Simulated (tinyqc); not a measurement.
Minority-electron transport through the base of a bipolar transistor (Moll-Ross and Kroemer integrals): one step, computed by the program tinyqc. Command: `OMP_NUM_THREADS=1 python tinyqc.py 3012943 3012944 out.jsonl base walk`. One thread of a shared host (Intel(R) Xeon(R) Processor @ 2.30GHz), about 0.01 s of CPU time with the checks.

Low injection, one dimension, x from the emitter edge (0) to the collector edge (W), s = x/W. Recombination is treated as a small correction (valid for tau_B well below tau_n), computed from the stored charge.

Problem. Profile and built-in field. N(x) = N_0; n_i(x) = n_i; D(x) = (k_B T/e) mu, mu = mu_min + (mu_max - mu_min)/(1 + (N/N_ref)^0.7). Field that drives electrons towards the collector, averaged over the base: (k_B T/e) ln[N_0 n_i(W)^2/(N(W) n_i^2)]/W.

Inputs (values chosen for the exercise, modelled on silicon):

| quantity | value | unit |
|---|---|---|
| base doping at the emitter edge N_0 | 9.2e+17 | 1/cm^3 |
| base width W | 550 | nm |
| mu_min | 250 | cm^2/(V s) |
| mu_max | 1390 | cm^2/(V s) |
| N_ref | 1.3e+17 | 1/cm^3 |
| temperature T | 300 | K |

Base doping profile: uniform. Gap grading: none. Exit of the base: saturation velocity.

Constants: k_B = 8.617333262e-05 eV/K.

Give: Across the base; drift factor eta (potential drop in k_B T/e); mean built-in field.

Solution.

Across the base:

| s | N (1/cm^3) | n_i(x)^2/n_i^2 | D (cm^2/s) | y (s/cm^5) |
|---|---|---|---|---|
| 0.0 | 9.20e+17 | 1 | 12.44 | 7.398e+16 |
| 0.2 | 9.20e+17 | 1 | 12.44 | 7.398e+16 |
| 0.4 | 9.20e+17 | 1 | 12.44 | 7.398e+16 |
| 0.6 | 9.20e+17 | 1 | 12.44 | 7.398e+16 |
| 0.8 | 9.20e+17 | 1 | 12.44 | 7.398e+16 |
| 1.0 | 9.20e+17 | 1 | 12.44 | 7.398e+16 |

drift factor eta (potential drop in k_B T/e) = 0

mean built-in field = 0 kV/cm
